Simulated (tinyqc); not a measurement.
p-n diode with diffusion and depletion-layer recombination: two steps of the calculation.

Abrupt junction in the depletion approximation, low injection, full ionisation, neutral widths fixed, ohmic contact on the p side. Vj is the junction voltage; where a series resistance Rs is given, V = Vj + J Rs is the terminal voltage.

Inputs (values chosen for the exercise); band and dielectric values those of a made-up semiconductor:
```
symbol    value      unit                                               meaning
T           350         K                                           temperature
Eg         2.68        eV                                              band gap
eps_r      8.23                                           relative permittivity
Nc      2.41e19     cm^-3                conduction-band density of states at T
Nv      2.46e19     cm^-3                   valence-band density of states at T
Na         2e16     cm^-3                                      acceptor density
Nd       1.4e15     cm^-3                                         donor density
tn         3e-8         s                                     electron lifetime
tp         2e-6         s                                         hole lifetime
Rs        0.019  ohm cm^2                                     series resistance
Et            0        eV                  trap level above the intrinsic level
Vj         1.49         V  junction voltage at which recombination is evaluated
V          2.28         V                                      terminal voltage
```

Constants: q = 1.602176634e-19 C, kB = 1.380649e-23 J/K, Vt = kB T/q, eps0 = 8.8541878128e-14 F/cm where lengths are in cm. Results are converted to the units shown.

Task 1. Recombination in the depleted layer. ni = sqrt(Nc Nv) exp(-Eg/(2 Vt)), Eg in volts. Vbi = Vt ln(Na Nd/ni^2), W = sqrt(2 eps0 eps_r (Vbi - Vj)(1/Na + 1/Nd)/q), xp = W Nd/(Na + Nd), xn = W Na/(Na + Nd); u(x) = q Na (x + xp)^2/(2 eps0 eps_r) for x < 0 and Vbi - Vj - q Nd (xn - x)^2/(2 eps0 eps_r) for x > 0; p = Na exp(-u/Vt), n = Nd exp((u - Vbi + Vj)/Vt); U = ni^2 (exp(Vj/Vt) - 1)/(tp (n + ni exp(Et/Vt)) + tn (p + ni exp(-Et/Vt))); J_scr = q times the integral of U from -xp to xn. Trapezoid rule on 12 equal steps.

Give: W; x; u; n; p; U; J_scr.

Result 1.

W = 688.2 nm

```
point  x (nm)   u (V)  n (cm^-3)  p (cm^-3)  U (cm^-3 s^-1)
0       -45.0  0.0000    2.171e5   2.000e16        7.237e12
1        12.3  0.0687    2.121e6   2.048e15        7.069e13
2        69.7  0.1750    7.197e7   6.033e13        2.399e15
3       127.0  0.2712    1.746e9   2.487e12        5.560e16
4       184.4  0.3573   3.028e10   1.434e11        6.694e16
5       241.7  0.4332   3.754e11   1.157e10        5.780e15
6       299.1  0.4990   3.327e12    1.305e9        6.525e14
7       356.4  0.5547   2.108e13    2.060e8        1.030e14
8       413.8  0.6002   9.548e13    4.548e7        2.274e13
9       471.1  0.6357   3.091e14    1.405e7        7.024e12
10      528.5  0.6610   7.154e14    6.069e6        3.035e12
11      585.8  0.6762   1.184e15    3.668e6        1.834e12
12      643.2  0.6812   1.400e15    3.102e6        1.551e12
```

J_scr = 1.209e-7 A/cm^2

Task 2. New Vj. Diffusion current alone: J = J0 (exp(Vj/Vt) - 1), g = Vj + J Rs - V, g' = 1 + Rs J0 exp(Vj/Vt)/Vt, Vj(new) = Vj - g/g'.

Vj after iteration 1 = 2.2151198 V
J0 = J0n + J0p = 5.7666546e-31 A/cm^2

Give: J; g; g'; Vj after iteration 2.

Result 2.

J = 45.42 A/cm^2
g = 0.7981 V
g' = 29.61
Vj after iteration 2 = 2.188 V

Program tinyqc, `OMP_NUM_THREADS=1 python tinyqc.py 2260041 2260042 out.jsonl`; Intel Xeon 2.30GHz, shared host, one thread, about 0.01 s.
